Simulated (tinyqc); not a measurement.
Vacancy excess varied: nucleation and growth of vacancy voids in a cooling silicon-like crystal. Computed by tinyqc, a small Python program. Command: `OMP_NUM_THREADS=1 python tinyqc.py 3017408 3017409 out.jsonl voids walk`. One thread of a shared host (Intel(R) Xeon(R) Processor @ 2.30GHz), about 0.4 s of CPU time with the checks.

Spherical voids; vacancies are lost only to voids.

Inputs (values chosen for the exercise, close to those used for silicon):
```
quantity,value,unit
vacancy density at the melting point C_m,4.7e+14,1/cm^3
formation energy E_f,4.04,eV
melting point T_m,1685,K
diffusion prefactor D0,0.00032,cm^2/s
migration energy E_m,0.39,eV
site density rho,5e+22,1/cm^3
void surface energy gamma,0.802,J/m^2
cooling rate q,1.5,K/min
ratio (V/G)/xi_c,2.35,-
limit of the excess at high V/G,1.1e+14,1/cm^3
temperature step,0.25,K
```

Vacancy supply: from V/G.

Constants: k_B = 8.617333262e-05 eV/K; k_B = 1.380649e-23 J/K.

Method:
- C = C_x (u - 1)/(u + 0.2) with u = (V/G)/xi_c, a form chosen for the exercise.
- C_e = C_m exp[-(E_f/k_B)(1/T - 1/T_m)]; D = D0 exp(-E_m/(k_B T)); f = k_B T ln(C/C_e); r* = 2 gamma/(rho f); W* = 16 pi gamma^3/(3 rho^2 f^2); Z = f/sqrt(12 pi W* k_B T); I = rho Z (4 pi r* D C) exp(-W*/(k_B T)).
- March down from 1500 K in steps dT, dt = dT/q, with values at the upper end of each step: a class of I dt voids is born with r*; then all classes grow by r^2 += 2 D (C - C_e) dt/rho; C falls by the vacancies added to voids. Stop at 1150 K. T_n is the T of the largest I, N the final count (classes under 1e-6 /cm^3 are dropped), and the mean radius the number average.

initial excess C = 5.82353e+13 1/cm^3

At fixed q:
```
C (1/cm^3),T_n (K),N (1/cm^3),mean radius (nm)
2.30e+13,1367.50,7.4377e+06,24.358
3.50e+13,1389.00,5.5236e+06,30.951
5.80e+13,1415.25,3.8617e+06,41.287
9.30e+13,1440.75,2.7639e+06,54.045
1.50e+14,1467.25,1.9704e+06,70.977
```

More vacancies nucleate earlier (T_n rises by 100 K) and give fewer, larger voids: N goes as C^-0.71 and the radius as C^0.57, steeper than the -1/2 and +1/2 of the scaling argument at fixed D, because D rises with T_n.

Extremes, crossings and ranges named in words are read from the listed rows.
